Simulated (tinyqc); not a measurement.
# Random telegraph noise from one oxide trap in a small MOSFET: effect of the depth of the trap from the channel interface

An acceptor-like trap exchanges electrons with the channel. Inversion charge Q = Cox u, u = n Vt W0(exp((Vg - VT)/(n Vt))), W0 the Lambert function, n = nf, Cox = eps0 eox/tox; linear regime Id = (W/L) mu Q Vd. Relative to threshold the surface potential rises by Vt ln(u/u0) and the oxide voltage by the rest of Vg - VT, with u0 = n Vt W0(1).

N = Cox u/q; dpsi = Vt ln(u/u0); E = E0 - dpsi - (xt/tox)(Vg - VT - dpsi); capture time tc = 1/[(N/zi) vth s0 exp(-xt/lt - EB/Vt)]; emission time te = tc exp(-E/Vt); occupancy te/(tc + te). A = W L; threshold step dV = q (1 - xt/tox)/(Cox A); gm/Id = 1/(u + n Vt); relative step dI/I = (gm/Id) dV + asc mu/A. fc = (1/tc + 1/te)/(2 pi); rms = (dI/I) sqrt(tc te)/(tc + te).

Values chosen for this exercise; values of the order met in silicon transistors:
```
symbol,value,unit,meaning
T,300,K,temperature
eox,22.2,,relative permittivity of the gate insulator (close to hafnium oxide)
tox,11,nm,insulator thickness
E0,0.14,eV,trap level above the channel Fermi level at threshold
s0,4e-17,cm^2,capture prefactor
EB,0.15,eV,capture barrier (lattice relaxation)
lt,0.15,nm,tunnelling decay length
vth,1.7e7,cm/s,thermal velocity
zi,2.9,nm,thickness of the inversion layer
VT,0.4,V,threshold voltage
nf,1.22,,body factor
W,26,nm,gate width
L,22,nm,gate length
mu,100,cm^2/(V s),mobility
asc,2.4e-16,V s,scattering coefficient of the charged trap
Vd,0.05,V,drain voltage
Vg,0.63,V,gate voltage
```

Constants: q = 1.602176634e-19 C, kB = 1.380649e-23 J/K, Vt = kB T/q, eps0 = 8.8541878128e-14 F/cm where lengths are in cm. Results are converted to the units shown.

Effect of the depth of the trap from the channel interface:
```
xt (nm)     E (eV)     tc (s)     te (s)  occupancy  dI/I (%)     fc (Hz)  rms dI/I (%)
0.55      0.072374  2.8168e-6  1.7136e-7   0.057348    7.6013    9.8526e5        1.7673
1.65      0.055282  0.0043110  5.0801e-4    0.10542    6.8453      350.21        2.1021
2.75      0.038190     6.5978     1.5060    0.18584    6.0893     0.12980        2.3686
3.85      0.021098      10098     4464.7    0.30659    5.3334   5.1409e-5        2.4591
4.95     0.0040061   1.5454e7   1.3236e7    0.46134    4.5774   2.2323e-8        2.2818
6.05     -0.013086  2.3653e10  3.9239e10    0.62391    3.8214  1.0785e-11        1.8511
7.15     -0.030178  3.6200e13  1.1633e14    0.76266    3.0655  5.7648e-15        1.3042
```

Read the table: what changes, and by how much?

As xt goes from 0.55 to 7.15, tc rises from 2.82e-6 to 3.62e13 s, te rises from 1.71e-7 to 1.16e14 s and dI/I falls from 7.60 to 3.07 %. tc grows a decade every lt ln 10 = 0.345 nm of depth; traps spread evenly in depth therefore give corner frequencies spread evenly on a log scale, whose sum is 1/f noise if the traps contribute equal variances.

Range of the model: VT is taken as given; short-channel effects and the uneven flow of current among few electrons are left out.

Numbers from tinyqc (`OMP_NUM_THREADS=1 python tinyqc.py 2710146 2710147 out.jsonl`; about 0.01 s on one thread of a shared Intel Xeon 2.30GHz).
